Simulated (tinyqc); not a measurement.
Inside a calculation. Model: electron mobility in a silicon inversion layer, empirical terms and Matthiessen rule.

Program tinyqc, `OMP_NUM_THREADS=1 python tinyqc.py 2510117 2510118 out.jsonl`; Intel Xeon 2.30GHz, shared host, one thread, about 0.01 s. Printed values are rounded.

Inversion layer of sheet density Ns on a uniformly doped body. The mobility terms are empirical power laws with prefactors chosen for the exercise; adding their inverses (Matthiessen) is itself an approximation.

Inputs (values chosen for the exercise); material values close to those of silicon:
- T = 300 K (temperature)
- Eg = 1.13 eV (band gap)
- eps_r = 11.7 (relative permittivity of the semiconductor)
- Nc = 2.85e19 cm^-3 (conduction-band density of states at T)
- Nv = 2.69e19 cm^-3 (valence-band density of states at T)
- Nb = 2.8e18 cm^-3 (body doping)
- Vsb = 0.3 V (reverse body bias)
- eta = 0.5 (weight of the inversion charge in the effective field)
- Cox = 0.87 uF/cm^2 (gate capacitance)
- Ap = 425 cm^2/(V s) (phonon-limited mobility at 1 MV/cm and 300 K)
- As = 754 cm^2/(V s) (roughness-limited mobility at 1 MV/cm)
- gs = 2 (exponent of the roughness term)
- Ac = 3200 cm^2/(V s) (Coulomb prefactor)
- Nit = 1.9e10 cm^-2 (charge at the interface)
- Ns = 8.9e12 cm^-2 (inversion density)
- WL = 10 (ratio W/L)
- Vd = 0.02 V (drain voltage)
- I = 36.1 uA (measured linear current)

Constants: q = 1.602176634e-19 C, kB = 1.380649e-23 J/K, Vt = kB T/q, eps0 = 8.8541878128e-14 F/cm where lengths are in cm. Results are converted to the units shown.

Range of the model: The effective field passes 1.5 MV/cm, beyond the range where such laws are usually fitted.

## Depletion charge and effective field

ni = sqrt(Nc Nv) exp(-Eg/(2 Vt)), Eg in volts; Ndep = sqrt(2 eps0 eps_r Nb (2 Vt ln(Nb/ni) + Vsb)/q); E = q (Ndep + eta Ns)/(eps0 eps_r), in MV/cm.

ni = 8.92722e9 cm^-3
Ndep = 6.89119e12 cm^-2
E = 1.75402 MV/cm

The depletion charge gives 60.8 % of the field.

## Mobility terms and their sum

With t = T/(300 K): muC = Ac (Ns/1e12 cm^-2) t/(Nb/1e17 cm^-3 + Nit/1e11 cm^-2), muP = Ap E^(-1/3) t^(-1.75), muS = As E^(-gs); 1/mu is the sum of the inverses.

terms (cm^2/(V s)): Coulomb 1010.29, phonon 352.407, roughness 245.077
mu = 126.457 cm^2/(V s)
shares of 1/mu (%): Coulomb 12.5170, phonon 35.8839, roughness 51.5991

The roughness term limits most.

## Iteration 1: inversion density for the measured current

Ns at the start = 1.3e13 cm^-2

I = (W/L) q Ns mu Vd. E = q (Ndep + eta Ns)/(eps0 eps_r) in MV/cm. With t = T/(300 K): muC = Ac (Ns/1e12 cm^-2) t/(Nb/1e17 cm^-3 + Nit/1e11 cm^-2), muP = Ap E^(-1/3) t^(-1.75), muS = As E^(-gs); 1/mu is the sum of the inverses. Ns(new) = I/((W/L) q mu Vd).

E = 2.07107 MV/cm
mu = 106.773 cm^2/(V s)
Ns after iteration 1 = 1.05513e13 cm^-2

## Iteration 2: inversion density for the measured current

As before.

E = 1.88171 MV/cm
mu = 118.541 cm^2/(V s)
Ns after iteration 2 = 9.50379e12 cm^-2

## Course of the iteration: inversion density for the measured current

Stop when Ns changes by less than 1e5 cm^-2, or after 120 iterations.

Course of the iteration:

| iteration | Ns (cm^-2) | \|change\| (cm^-2) |
|---|---|---|
| 1 | 1.05513e13 | 2.45e12 |
| 2 | 9.50379e12 | 1.05e12 |
| 3 | 9.11413e12 | 3.90e11 |
| 4 | 8.97990e12 | 1.34e11 |
| 5 | 8.93514e12 | 4.48e10 |
| 6 | 8.92039e12 | 1.48e10 |
| 7 | 8.91555e12 | 4.84e9 |
| 8 | 8.91396e12 | 1.59e9 |
| 9 | 8.91344e12 | 5.20e8 |
| 10 | 8.91327e12 | 1.70e8 |
| 11 | 8.91321e12 | 5.58e7 |
| 12 | 8.91320e12 | 1.83e7 |
| 13 | 8.91319e12 | 5.99e6 |
| 14 | 8.91319e12 | 1.96e6 |
| 15 | 8.91319e12 | 6.43e5 |
| 16 | 8.91319e12 | 2.11e5 |
| 17 | 8.91319e12 | 6.90e4 |

Converged in 17 iterations. At the end each change is about 0.33 times the one before: linear convergence.

## Split C-V extraction

| point | Vg (V) | Cgc (uF/cm^2) | I (uA) |
|---|---|---|---|
| 0 | 0.1 | 6.15673e-4 | 7.44849e-8 |
| 1 | 0.2 | 0.00894917 | 1.58759e-5 |
| 2 | 0.3 | 0.115142 | 0.00295783 |
| 3 | 0.4 | 0.601369 | 0.185388 |
| 4 | 0.5 | 0.844302 | 1.38407 |
| 5 | 0.6 | 0.868199 | 3.53740 |
| 6 | 0.7 | 0.869877 | 6.14578 |
| 7 | 0.8 | 0.869992 | 8.94423 |
| 8 | 0.9 | 0.869999 | 11.7889 |
| 9 | 1 | 0.870000 | 14.5964 |
| 10 | 1.1 | 0.870000 | 17.3175 |
| 11 | 1.2 | 0.870000 | 19.9238 |
| 12 | 1.3 | 0.870000 | 22.3997 |

Q(Vg) is the trapezoid sum of Cgc from the first point (where Q is taken as 0); mu_eff = I/((W/L) Q Vd); mu_FE = (dI/dVg)/((W/L) Cox Vd) with a backward difference. Listed from point 4 on.

| point | Q (uC/cm^2) | mu_eff (cm^2/(V s)) | mu_FE (cm^2/(V s)) |
|---|---|---|---|
| 4 | 0.114792 | 60.2860 | 68.8896 |
| 5 | 0.200417 | 88.2511 | 123.755 |
| 6 | 0.287321 | 106.950 | 149.907 |
| 7 | 0.374314 | 119.475 | 160.831 |
| 8 | 0.461314 | 127.775 | 163.487 |
| 9 | 0.548314 | 133.102 | 161.348 |
| 10 | 0.635314 | 136.291 | 156.385 |
| 11 | 0.722314 | 137.916 | 149.787 |
| 12 | 0.809314 | 138.387 | 142.294 |

At the last point mu_FE is 2.8 % above mu_eff.
